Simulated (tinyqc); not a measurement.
Inside a calculation: Landau levels of massive Dirac electrons in two valleys. Values are carried at full precision from step to step, so a last printed digit may differ when a step is redone from the rounded ones.

In a field B along z: l = 1/sqrt((e/hbar) B) is the magnetic length, n_B = B/(h/e) the number of states per area in one level, hbar wc = 2 muB B/m for mass m in m0; 1/angstrom^2 = 1e16/cm^2.

Constants: e/hbar = 1.519267448e-05 1/(T angstrom^2); h/e = 413566.7697 T angstrom^2; muB = 5.788381798e-05 eV/T; e^2/h = 3.874045865e-05 S.

Values chosen for the exercise (a gapped graphene sheet; shifted at random, so the results belong to these values and not to a real crystal):
- B = 12 T (magnetic field)
- n = 5.6 x 1e11/cm^2 (electron sheet density)
- hv = 6.21 eV angstrom (hbar v)
- D = 0.07 eV (gap)

## Scales set by the field

Give l, n_B and the filling factor nu = n/n_B.

l = 74.06 angstrom
n_B = 2.9016 x 1e11/cm^2
nu = 1.930

## The lowest levels

H = hv (tau kx sx + ky sy) + (D/2) sz. Conduction levels E_N = sqrt(D^2/4 + 2N hv^2/l^2) - D/2 from the band edge; N = 1, 2, ... occur in both valleys, N = 0 in one valley only (its partner in the other valley lies at the valence edge). Each state is twofold in spin; spin splittings are left out.

List the eight lowest, in meV, with the gap to the next.

Levels:
```
label  E (meV)  gap above (meV)
0        0.000           88.638
1       88.638           47.674
2      136.312           37.037
3      173.349           31.382
4      204.730           27.724
5      232.455           25.109
6      257.564           23.118
7      280.682           21.537
```

The largest of these gaps, 88.64 meV, first occurs above level 0 and is kB T at 1029 K.

## Where EF lies

Level 0 takes 2 n_B electrons and each higher level 4 n_B. At zero temperature and without broadening EF sits in the partly filled level.

Fill the listed levels in order up to nu; give the partly filled level, its energy and its filled share.

level: 0

EF = 0.000 meV
filled share = 0.965

## Fields of the Hall plateaus

A plateau is centred where nu = n/n_B equals 2, 6, 10, 14, 18, 22; there rho_xy = h/(nu e^2).

Plateaus:
```
nu   B (T)  1/B (1/T)  rho_xy (kohm)
2   11.580     0.0864        12.9064
6    3.860     0.2591         4.3021
10   2.316     0.4318         2.5813
14   1.654     0.6045         1.8438
18   1.287     0.7772         1.4340
22   1.053     0.9499         1.1733
```

## Checks

- Level 2 from the matrix in 40 oscillator states against the formula, meV: both 136.312.

Computed by tinyqc, a small Python program: `OMP_NUM_THREADS=1 python tinyqc.py 1251749 1251750 out.jsonl` (the numbers bound the seed that draws the inputs); one thread of a shared host (Intel(R) Xeon(R) Processor @ 2.30GHz), about 0.01 s for the whole set of steps.
